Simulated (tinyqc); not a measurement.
Isotherms: adsorption as a lattice gas: isotherms with interactions, competition, desorption peaks and saturation dose. Computed by tinyqc, a small Python program. Command: `OMP_NUM_THREADS=1 python tinyqc.py 3001683 3001684 out.jsonl adsorb walk`. One thread of a shared host (Intel(R) Xeon(R) Processor @ 2.30GHz), about 0.2 s of CPU time with the checks.

One adsorbate per site; a molecule needs 1 empty site. Gas and surface have the same temperature.

Inputs (values chosen for the exercise, for a model surface):

| quantity | value | unit |
|---|---|---|
| desorption energy E | 1.57 | eV |
| prefactor nu | 6.2e+13 | 1/s |
| pair energy w (positive repels) | 0.071 | eV |
| neighbours z | 4 | - |
| site density N_s | 5 | 1/nm^2 |
| molecular mass M | 50.3 | u |
| sticking coefficient s0 | 0.0012 | - |
| temperature T | 741 | K |
| pressure p | 670 | Pa |
| blocking by a second gas, K_B p_B | 0.59 | - |

Adsorption: molecular (first order).

Constants: u = 1.6605390666e-27 kg; k_B = 1.380649e-23 J/K; k_B = 8.617333262e-05 eV/K.

Method. Flux F = p/sqrt(2 pi M k_B T); k_d = nu exp(-E/(k_B T)); s0 F (1 - theta) = N_s k_d theta, so y = s0 F/(N_s k_d), theta = y/(1 + y). With a second gas on the same sites theta = y/(1 + y + K_B p_B). With u = w/(k_B T). Mean field: theta/(1 - theta) = y exp(-z u theta). Quasi-chemical: theta/(1 - theta) = y [(r - 1 + 2 theta)(1 - theta)/((r + 1 - 2 theta) theta)]^(-z/2) exp(-z u/2), r = sqrt(1 - 4 theta (1 - theta)(1 - exp(-u))).

u = 1.11190

Coverage; the first column is ln y - z u/2:

| ln y - z u/2 | no interaction | mean field | quasi-chemical |
|---|---|---|---|
| -5.0 | 0.05862 | 0.04791 | 0.05113 |
| -3.0 | 0.31514 | 0.17465 | 0.19480 |
| -2.0 | 0.55572 | 0.27185 | 0.29589 |
| -1.0 | 0.77273 | 0.38268 | 0.39895 |
| -0.5 | 0.84862 | 0.44094 | 0.44967 |
| 0.0 | 0.90237 | 0.50000 | 0.50000 |
| 0.5 | 0.93842 | 0.55906 | 0.55033 |
| 1.0 | 0.96172 | 0.61732 | 0.60105 |
| 2.0 | 0.98557 | 0.72815 | 0.70411 |
| 3.0 | 0.99464 | 0.82535 | 0.80520 |
| 5.0 | 0.99927 | 0.95209 | 0.94887 |

At half coverage the slope d theta/d ln y is 1/4 without interaction, 1/(4 + z u) = 0.118 in mean field and 0.101 in the pair theory, 1/[4 + 2 z (exp(u/2) - 1)]. Repulsion spreads the filling over a wider range of pressure; the two theories differ by at most 0.024 in these rows. Caution: for z u near 4 or above (near 8 on the triangular lattice, z = 6) mean field itself predicts sublattice order near half coverage (the exact threshold is higher); both uniform formulas leave ordering out.
